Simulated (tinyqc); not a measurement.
LCCD on RHF in the sto-3g basis, for H3-, spin multiplicity 1, step by step. The basis has no diffuse functions, so it cannot describe the extra electron: this is an exercise in the method, not the real anion. Computed by tinyqc, a small Python program that keeps every step (integrals from PySCF). Settings: charge = -1, multiplicity = 1, basis = sto-3g, method = RHF, energy threshold = 1e-10, iteration cap = 84, orthogonalisation = canonical, start = core, DIIS depth = 6, amplitude equations = LCCD, DIIS depth for amplitudes = 6, cap on updates = 73. Command: `OMP_NUM_THREADS=1 python tinyqc.py 30524 30525 out.jsonl` (the two numbers bound the seeds that draw the settings). One thread of a shared host (Intel(R) Xeon(R) Processor @ 2.60GHz), about 0.04 s of CPU time with the checks. The early iterations of the SCF are left out here.

## One-electron integrals

Geometry (angstrom):
```
atom         x         y          z
H     0.000000  0.000000   0.000000
H     0.000000  0.000000   0.886000
H     0.000000  0.000000  -0.886000
```

Basis sto-3g: exponents (1/bohr^2) and contraction coefficients of normalised primitives:
```
element  l (shell)  exponent  coefficient
H            s (1)  3.425251     0.154329
H            s (1)  0.623914     0.535328
H            s (1)  0.168855     0.444635
```

Overlap, kinetic and nuclear-attraction integrals over the contracted functions; the nuclear repulsion is the sum of Za Zb / Rab.

nuclear repulsion = 1.49316369 hartree

overlap S:
```
          1H 1s     2H 1s     3H 1s
1H 1s  1.000000  0.565943  0.565943
2H 1s  0.565943  1.000000  0.171363
3H 1s  0.565943  0.171363  1.000000
```

kinetic energy T (hartree):
```
          1H 1s      2H 1s      3H 1s
1H 1s  0.760032   0.159167   0.159167
2H 1s  0.159167   0.760032  -0.005315
3H 1s  0.159167  -0.005315   0.760032
```

nuclear attraction V (hartree):
```
           1H 1s      2H 1s      3H 1s
1H 1s  -2.363727  -1.183218  -1.183218
2H 1s  -1.183218  -2.093451  -0.331864
3H 1s  -1.183218  -0.331864  -2.093451
```

core Hamiltonian H = T + V (hartree):
```
           1H 1s      2H 1s      3H 1s
1H 1s  -1.603696  -1.024050  -1.024050
2H 1s  -1.024050  -1.333419  -0.337179
3H 1s  -1.024050  -0.337179  -1.333419
```

## Two-electron integrals

Functions are numbered as in S; the eight-fold symmetry (ij|kl) = (ji|kl) = (kl|ij) leaves the list below.

Two-electron integrals (ij|kl) in chemists' order, unique and non-zero (hartree):
```
(11|11) 0.774606   (21|11) 0.365087   (21|21) 0.211105   (22|11) 0.516695
(22|21) 0.365087   (22|22) 0.774606   (31|11) 0.365087   (31|21) 0.160441
(31|22) 0.218833   (31|31) 0.211105   (32|11) 0.104883   (32|21) 0.053941
(32|22) 0.085245   (32|31) 0.053941   (32|32) 0.015760   (33|11) 0.516695
(33|21) 0.218833   (33|22) 0.296322   (33|31) 0.365087   (33|32) 0.085245
(33|33) 0.774606
```

## Orthogonalisation

S = U s U^T; canonical form X = U s^(-1/2), so that X^T S X = 1. Each column of U has its largest component positive (the first on a tie).

eigenvalues of S: 0.280744  0.828637  1.890620

X:
```
               1          2         3
1H 1s   1.403767   0.000000  0.486120
2H 1s  -0.892022   0.776789  0.382501
3H 1s  -0.892022  -0.776789  0.382501
```

## Iteration 8 (converged): orbitals

converged F (hartree):
```
           1H 1s      2H 1s      3H 1s
1H 1s   0.038846  -0.258269  -0.258269
2H 1s  -0.258269   0.075805  -0.104544
3H 1s  -0.258269  -0.104544   0.075805
```

Diagonalise F' = X^T F X, C = X C', fill 2 alpha and 2 beta electrons from the bottom; D = 2 C_occ C_occ^T. Each column has its largest component positive (the first on a tie).

F' = X^T F X (hartree):
```
           1         2          3
1   1.324425  0.000000  -0.007245
2   0.000000  0.217645   0.000000
3  -0.007245  0.000000  -0.191321
```

orbital energies (hartree): MO1 -0.191356, MO2 0.217645, MO3 1.324459

coefficients C:
```
            MO1        MO2        MO3
1H 1s  0.492824   0.000000   1.401427
2H 1s  0.378233   0.776789  -0.893840
3H 1s  0.378233  -0.776789  -0.893840
```

D after iteration 8:
```
          1H 1s      2H 1s      3H 1s
1H 1s  0.485752   0.372805   0.372805
2H 1s  0.372805   1.492922  -0.920681
3H 1s  0.372805  -0.920681   1.492922
```

## Convergence

Stop when the energy changes by less than 1e-10 hartree and every element of the error matrix X^T (F D S - S D F) X is below 3e-06.

Course of the cycle:
```
iteration  E (hartree)     change  largest element of the error matrix
1          -1.24339127          -                             4.22e-01
2          -1.31255607  -6.92e-02                             5.81e-02
3          -1.31384488  -1.29e-03                             7.35e-05
4          -1.31384489  -1.70e-09                             3.11e-05
5          -1.31384489  -2.21e-10                             1.97e-05
6          -1.31384489  -6.91e-11                             1.45e-05
7          -1.31384489  -3.02e-11                             1.14e-05
8          -1.31384489  -4.98e-11                             1.06e-08
```

PySCF RHF in the same basis = -1.31384489 hartree

Converged in 8 iterations.

## Integrals over molecular orbitals

(pq|rs) = sum C_ip C_jq C_kr C_ls (ij|kl), one index at a time.

one-electron integrals over orbitals h = C^T H C (hartree):
```
           1          2          3
1  -1.631034   0.000000  -0.161440
2   0.000000  -1.202264   0.000000
3  -0.161440   0.000000  -0.687990
```

Two-electron integrals over orbitals (pq|rs), unique and non-zero (hartree):
```
(11|11) 0.574256    (21|21) 0.163224    (22|11) 0.514323    (22|22) 0.554488
(31|11) 0.083103    (31|22) -0.029383   (31|31) 0.131412    (32|21) -0.137103
(32|32) 0.139044    (33|11) 0.602478    (33|22) 0.538974    (33|31) 0.100664
(33|33) 0.671626
```

## LCCD: starting amplitudes

t_ij^ab = <ij||ab> / (e_i + e_j - e_a - e_b), whose energy is MP2.

Starting amplitudes (spin orbitals 1a, 1b, ...; amplitudes related by a flip of all spins are not repeated):
```
from      to          t
2a 2b  3a 3b  -0.062813
1a 1b  3a 3b  -0.043347
```

correlation energy = -0.01443000 hartree

## LCCD: amplitude update 1

t_ij^ab D_ij^ab are set to the remaining terms of the spin-orbital equations, evaluated with the old amplitudes; for the doubles these are <ij||ab> + 1/2 <ab||ef> t_ij^ef + 1/2 <mn||ij> t_mn^ab + P(ij)P(ab) <mb||ej> t_im^ae, D the orbital-energy denominators (linear CCD).

Amplitudes after update 1 (spin orbitals 1a, 1b, ...; amplitudes related by a flip of all spins are not repeated):
```
from      to          t
2a 2b  3a 3b  -0.078109
1a 1b  3a 3b  -0.052851
```

correlation energy = -0.01780572 hartree

## LCCD: amplitude update 2

As before.

Amplitudes after update 2 (spin orbitals 1a, 1b, ...; amplitudes related by a flip of all spins are not repeated):
```
from      to          t
2a 2b  3a 3b  -0.081911
1a 1b  3a 3b  -0.054852
```

correlation energy = -0.01859746 hartree

## LCCD: amplitude update 3

t_ij^ab D_ij^ab are set to the remaining terms of the spin-orbital equations, evaluated with the old amplitudes; for the doubles these are <ij||ab> + 1/2 <ab||ef> t_ij^ef + 1/2 <mn||ij> t_mn^ab + P(ij)P(ab) <mb||ej> t_im^ae, D the orbital-energy denominators (linear CCD). DIIS then mixes the stored amplitudes.

DIIS coefficients: -0.318590  1.318590

Amplitudes after update 3 (spin orbitals 1a, 1b, ...; amplitudes related by a flip of all spins are not repeated):
```
from      to          t
2a 2b  3a 3b  -0.083192
1a 1b  3a 3b  -0.055367
```

correlation energy = -0.01884327 hartree

## LCCD: convergence

E_corr = 1/4 sum <ij||ab> t_ij^ab; stop when the norm of the change is below 1e-8.

Course of the amplitude iterations:
```
update  correlation energy (hartree)  norm of the change
0                        -0.01443000                   -
1                        -0.01780572            3.60e-02
2                        -0.01859746            8.59e-03
3                        -0.01884327            2.09e-03
4                        -0.01884198            1.00e-04
5                        -0.01884198            5.72e-17
```

Converged amplitudes (spin orbitals 1a, 1b, ...; amplitudes related by a flip of all spins are not repeated):
```
from      to          t
2a 2b  3a 3b  -0.083241
1a 1b  3a 3b  -0.055306
```

LCCD total energy = -1.33268686 hartree

Converged in 5 updates, with DIIS from the third.
